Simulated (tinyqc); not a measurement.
Total mobility: mobility limited by charged threading dislocations. Computed by tinyqc, a small Python program. Command: `OMP_NUM_THREADS=1 python tinyqc.py 3029588 3029589 out.jsonl disl walk`. One thread of a shared host (Intel(R) Xeon(R) Processor @ 2.30GHz), about 0.01 s of CPU time with the checks.

Parallel lines trap electrons, one site every c, and the current flows across them. Donors are taken as fully ionised and statistics as non-degenerate; SI units, mass times m_0.

Inputs (values chosen for the exercise, modelled on germanium on silicon): effective mass m = 0.12 m_0; permittivity eps = 16; site spacing c along the line = 4 angstrom; largest filling f_0 = 0.5; acceptor level E_t below the band edge = 0.16 eV; dislocation density N_dis = 7.2e+08 1/cm^2; donor density N = 3.4e+16 1/cm^3; lattice mobility at 300 K = 3900 cm^2/(V s); temperature T = 350 K.

Band: parabolic. Filling of the line: limited by its own charge.

Constants: m_0 = 9.1093837015e-31 kg; k_B = 1.380649e-23 J/K; hbar = 1.054571817e-34 J s; e^2/(4 pi eps_0) = 14.39964548 eV angstrom; k_B = 8.617333262e-05 eV/K; eps_0 = 8.8541878128e-12 F/m; e = 1.602176634e-19 C.

Method:
- Filling f solves f = min(f_0, f*), where f* makes the line potential equal the available energy: (e^2 f/(4 pi eps eps_0 c)) (2 ln(R/r_0) - 1) = E_t - k_B T ln(N_c/N), R = sqrt(f/(pi c N)) the Read radius, r_0 = c/f, N_c = 2 (m k_B T/(2 pi hbar^2))^(3/2). Free electrons n = N - f N_dis/c; screening length lambda = sqrt(eps eps_0 k_B T/(e^2 n)).
- tau(k) = hbar^3 (eps eps_0)^2 c^2 (1 + 4 lambda^2 k^2)^(3/2)/(N_dis m e^4 f^2 lambda^4), k the wave number across the lines; mu_dis = (e/m) int x tau exp(-x) dx with x = hbar^2 k^2/(2 m k_B T), 160 Gauss-Legendre points in sqrt(x) from 0 to sqrt(32). Closed form for lambda k >> 1: mu = 30 sqrt(2 pi) (eps eps_0)^2 c^2 (k_B T)^(3/2)/(N_dis e^3 f^2 lambda sqrt(m)).
- Other processes: Brooks-Herring mobility of a classical gas, mu_I = 128 sqrt(2 pi) (eps eps_0)^2 (k_B T)^(3/2)/(N e^3 sqrt(m) [ln(1 + b) - b/(1 + b)]), b = 24 m k_B T lambda^2/hbar^2; lattice mobility times (T/300 K)^(-2); Matthiessen's rule.

screening length lambda = 28.5629 nm

dislocation mobility = 547428 cm^2/(V s)

free electrons n = 3.26885e+16 1/cm^3

impurity mobility = 80150 cm^2/(V s)

lattice mobility = 2865.3 cm^2/(V s)

total mobility = 2752.5 cm^2/(V s)

resistivity = 0.069369 ohm cm

Dislocations hold 1 % of 1/mu, impurities 3 % and the lattice 96 %. Dislocation and lattice-plus-impurity scattering would be equal at N_dis = 1.4e11 per cm^2 if n and f stayed as they are.

Extremes, crossings and ranges named in words are read from the listed rows.
